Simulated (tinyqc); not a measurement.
Worked calculation: harmonic frequencies on the RHF/6-31g surface (energies and gradients from PySCF), for H2, spin multiplicity 1. One step of it, computed by the program tinyqc.

Task: One row of the Hessian: 1Hz. Displace 1Hz by +/-0.01 bohr; H(k, :) = (g(+) - g(-)) / (2 delta).

optimised positions (bohr):
```
           x         y         z
1H  0.000000  0.000000  0.062399
2H  0.000000  0.000000  1.441823
```

gradient at +delta (hartree/bohr):
```
             x           y            z
1H  0.00000000  0.00000000   0.00418830
2H  0.00000000  0.00000000  -0.00418830
```

gradient at -delta (hartree/bohr):
```
             x           y            z
1H  0.00000000  0.00000000  -0.00404642
2H  0.00000000  0.00000000   0.00404642
```

Give: row of the Hessian.

Result:

row of the Hessian (hartree/bohr^2): 1Hx 0.00000, 1Hy 0.00000, 1Hz 0.41174, 2Hx 0.00000, 2Hy 0.00000, 2Hz -0.41174
